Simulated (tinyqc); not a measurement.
## Body thickness for a wanted scale length

Problem. A double-gate structure has tan(pi ti/Lambda) tan(pi ts/(2 Lambda)) = ei/eps_r, both angles below pi/2. Find ts.

Parameters, values chosen for the exercise; permittivities: semiconductor close to that of gallium nitride, insulator close to that of aluminium oxide:
- eps_r = 9.33 (relative permittivity of the semiconductor)
- ei = 8.77 (relative permittivity of the insulator)
- ti = 1.8 nm (insulator thickness)

Lambda = 11.994688 nm

Answer. The condition is explicit in ts: an arctangent, taken between 0 and pi/2.

ts = 8.20 nm

tinyqc, about 0.01 s, one thread, Intel Xeon 2.30GHz (shared host): `OMP_NUM_THREADS=1 python tinyqc.py 2420125 2420126 out.jsonl`
